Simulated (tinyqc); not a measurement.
## A spin-degenerate level with charging energy between two leads, rate equations: effect of unequal tunnel rates

States 0, up, down and 2 with energies 0, e1 - Ez/2, e1 + Ez/2 and 2 e1 + U. mu_L = +V/2, mu_R = -V/2 (meV), f(x) = 1/(1 + exp(x/kB T)). A transition that adds one electron of given spin at the energy E has the rate G f(E - mu) from each lead, and its reverse G [1 - f(E - mu)]. I counts electrons leaving the left lead, times q.

Here e1 = 2.45 meV, Ez = 0 and V = +/- 14.7 mV, so that only the 0-1 transitions lie in the window. Transition energies: 0-up e1 - Ez/2, 0-down e1 + Ez/2, up-2 e1 + U + Ez/2, down-2 e1 + U - Ez/2. dp/dt = W p; W_ji is the rate from state i to j, and each column sums to zero. Steady state: W p = 0 with sum p = 1. I = q GL sum over transitions i-j of [fL p_i - (1 - fL) p_j].

Inputs (values chosen for the exercise):
- U = 9.8 meV (charging energy of the second electron)
- GL = 1.8 1/ns (tunnel rate to the left lead)
- T = 9.7 K (temperature)

Constants: q = 1.602176634e-19 C, kB = 1.380649e-23 J/K, Vt = kB T/q. Results are converted to the units shown.

Results:

| GR (1/ns) | I at +V (pA) | I at -V (pA) | \|I(+V)/I(-V)\| | (GL + 2 GR)/(2 GL + GR) |
|---|---|---|---|---|
| 0.077 | 12.08 | -22.67 | 0.5328 | 0.5314 |
| 0.18 | 27.46 | -47.95 | 0.5727 | 0.5714 |
| 0.43 | 61.52 | -93.06 | 0.6611 | 0.6600 |
| 1 | 125.3 | -151.6 | 0.8267 | 0.8261 |
| 2.4 | 230.4 | -209.6 | 1.100 | 1.100 |
| 5.7 | 352.9 | -249.0 | 1.417 | 1.419 |
| 32 | 517.1 | -280.5 | 1.844 | 1.848 |

Estimate the missing row, GR = 14 1/ns.

Computed row:

| GR (1/ns) | I at +V (pA) | I at -V (pA) | \|I(+V)/I(-V)\| | (GL + 2 GR)/(2 GL + GR) |
|---|---|---|---|---|
| 14 | 457.8 | -270.9 | 1.690 | 1.693 |

With this row back in the table: The ratio of the two currents rises from 0.533 to 1.84 and differs from the last column by at most 0.26 %. An empty dot can be filled with either spin but a filled one empties in one way, so I = 2 q G_in G_out/(2 G_in + G_out): the current is larger when the slower junction is the entrance.

Range of the model: Rate equations need hbar G well below kB T; cotunnelling and the Kondo effect are left out.

Computed by the program tinyqc: `OMP_NUM_THREADS=1 python tinyqc.py 2780016 2780017 out.jsonl`, one thread of a shared Intel Xeon 2.30GHz, about 0.01 s for the whole run.
